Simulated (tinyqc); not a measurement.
## Rectangular fin or nanosheet with a gate all round, subbands and threshold shift from confinement: confinement against the height

Undoped body with a flat potential across it, hard walls, transport along x. Three valley pairs (g = 2 each) with the longitudinal mass along x, y or z. Non-parabolicity enters the subband edges through E (1 + al E) = gamma, so E = 2 gamma/(1 + sqrt(1 + 4 al gamma)); motion within a subband is taken as parabolic with the band-edge mass. Energies are counted from the bulk band edge.

gamma = C pi^2 [a^2/(my (t + dl)^2) + b^2/(mz (H + dl)^2)], C = hbar^2/(2 m0). Each subband has N_k = g sqrt(2 mx m0 kB T/(pi hbar^2)); without degeneracy n = exp(EF/Vt) sum N_k exp(-E_k/Vt). Classical value Nc times t H, Nc = sum over valleys of 2 g (m m0 kB T/(2 pi hbar^2))^1.5 with m = (mx my mz)^(1/3). Threshold shift dVT = Vt ln(classical value/sum N_k exp(-E_k/Vt)). With degeneracy n = sum N_k F((EF - E_k)/Vt), F(x) = (1/sqrt(pi)) int_0^infinity u^(-1/2) du/(1 + exp(u - x)); gate: Vg = EF + q n/(Cg P), P = 2 (t + H), summed over the 60 lowest subbands at most, with Vg counted from the value that would put EF at the bulk band edge of an empty body. The last two columns are for Vg = 0.6 V; sensitivity d(dVT)/dH by central differences between 0.99 and 1.01 times the value.

Inputs (values chosen for the exercise); masses close to those of silicon:
- T = 400 K (temperature)
- ml = 0.93 m0 (longitudinal mass)
- mt = 0.193 m0 (transverse mass)
- al = 0.5 1/eV (non-parabolicity)
- t = 3 nm (width (along y))
- dl = 0.2 nm (widening of the box by penetration into the insulator)
- Cg = 1.7 uF/cm^2 (gate capacitance per area of interface)

Constants: q = 1.602176634e-19 C, kB = 1.380649e-23 J/K, hbar = 1.054571817e-34 J s, m0 = 9.1093837015e-31 kg, Vt = kB T/q, hbar^2/(2 m0) = 0.0380998212 eV nm^2. Results are converted to the units shown.

Result of one run:
```
E_1 (meV)	gap to the next edge (meV)	dVT (mV)	sensitivity (mV/nm)	n/P (cm^-2)	share of the lowest subband (%)
41.93	9.535	68.37	-0.2703	5.379e12	20.16
```

Which height (along z) H gave this result: 1.8, 11, 17 or 24 nm?

H = 24 nm.

The whole series:
```
H (nm)	E_1 (meV)	gap to the next edge (meV)	dVT (mV)	sensitivity (mV/nm)	n/P (cm^-2)	share of the lowest subband (%)
1.8	258.1	174.8	233.4	-63.45	3.533e12	98.34
2.6	218.1	37.32	194.4	-48.81	4.051e12	63.01
3.8	150.0	46.27	139.3	-35.42	4.618e12	58.33
5.5	94.95	90.56	102.2	-12.38	4.926e12	62.46
7.9	66.94	80.46	85.04	-4.040	5.105e12	53.05
11	53.58	43.34	77.04	-1.655	5.222e12	41.33
17	45.06	18.74	71.15	-0.5840	5.325e12	28.05
24	41.93	9.535	68.37	-0.2703	5.379e12	20.16
```

As H grows from 1.8 to 24 nm, E_1 falls from 258 to 41.9 meV and dVT falls from 233 to 68.4 mV. E_1 goes as H^(-0.46) at the thin end; an error of 0.2 nm moves the threshold by 13 mV in the first row and 0.054 mV in the last. The charge per interface area rises from 3.53e12 to 5.38e12 cm^-2. For H = 3.8, 5.5, 7.9, 11, 17, 24 the charge in the last two columns would bend the potential across the body noticeably, which is left out.

Numbers from tinyqc (`OMP_NUM_THREADS=1 python tinyqc.py 2350033 2350034 out.jsonl`; about 0.2 s on one thread of a shared Intel Xeon 2.30GHz).
